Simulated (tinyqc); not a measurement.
Inside a calculation. Method: coherent transport through a tight-binding region between two chains. Computed by tinyqc, a small Python program that keeps every step. Settings: temperature = 77, mu = 0.4. Command: `OMP_NUM_THREADS=1 python tinyqc.py 29657 29658 out.jsonl` (the two numbers bound the seeds that draw the settings). One thread of a shared host (Intel(R) Xeon(R) Processor @ 2.60GHz), about 0.08 s of CPU time with the checks.

## Transmission at E = 0.58 eV

H of the central region (eV):
```
          1         2         3         4         5
1   0.00000  -2.07000   0.00000   0.00000   0.00000
2  -2.07000   0.00000  -2.07000   0.00000   0.00000
3   0.00000  -2.07000   0.00000  -1.06000   0.00000
4   0.00000   0.00000  -1.06000   0.00000  -1.41000
5   0.00000   0.00000   0.00000  -1.41000   0.00000
```

Leads: semi-infinite chains with site energy 0:
```
parameter                           value
lead hopping t (eV)              2.710000
coupling to the left lead (eV)   1.290000
coupling to the right lead (eV)  1.110000
left contact site                       1
right contact site                      5
```

E = 0.58000 eV

Surface Green function g = (E - i sqrt(4 t^2 - E^2)) / (2 t^2); self-energy tc^2 g on each contact site; G = (E - H - Sigma)^(-1); Gamma = -2 Im Sigma; T = Gamma_L Gamma_R |G_LR|^2; local density of states -Im G_ii / pi.

g = 0.03949-0.36688i 1/eV

G (1/eV):
```
                   1                  2                  3                  4
1   0.44572-0.31688i   0.27889-0.05273i  -0.52386+0.33165i  -0.25798-0.07849i
2   0.27889-0.05273i  -0.08484-0.06916i   0.22797+0.07211i   0.04095+0.09559i
3  -0.52386+0.33165i   0.22797+0.07211i   0.45999-0.35186i   0.24651+0.05171i
4  -0.25798-0.07849i   0.04095+0.09559i   0.24651+0.05171i  -0.21484-0.21497i
5   0.49995-0.21704i  -0.18823-0.09353i  -0.44721+0.24325i   0.61227+0.04955i

                   5
1   0.49995-0.21704i
2  -0.18823-0.09353i
3  -0.44721+0.24325i
4   0.61227+0.04955i
5   0.08434-0.20325i
```

local density of states (1/eV): 0.10087  0.02201  0.11200  0.06843  0.06470

transmission = 0.32793

## Transmission across the band

The same steps on a grid of energies.

T(E):
```
E (eV)             T
-5.1490000  1.60e-06
-4.6341000  1.77e-05
-4.1192000   0.00016
-3.6043000   0.00243
-3.0894000   0.14144
-2.5745000   0.04348
-2.0596000   0.11827
-1.5447000   0.77416
-1.0298000   0.29491
-0.5149000   0.35992
0.0000000    0.83191
0.5149000    0.35992
1.0298000    0.29491
1.5447000    0.77416
2.0596000    0.11827
2.5745000    0.04348
3.0894000    0.14144
3.6043000    0.00243
4.1192000    0.00016
4.6341000   1.77e-05
5.1490000   1.60e-06
```

levels of the isolated region (eV): -3.05655  -1.52938  0.00000  1.52938  3.05655

## Current

I = (2e/h) int T(E) [f(E - mu - V/2) - f(E - mu + V/2)] dE at 77 K with mu = 0.4 eV, the bias not changing H; 2e^2/h = 77.48092 microsiemens; the integral runs over the band on 4001 points.

Current:
```
V (volt)  I (microampere)
0.01000           0.34190
0.05000           1.71063
0.10000           3.42815
0.20000           6.91076
0.40000          14.23163
0.80000          30.69362
```
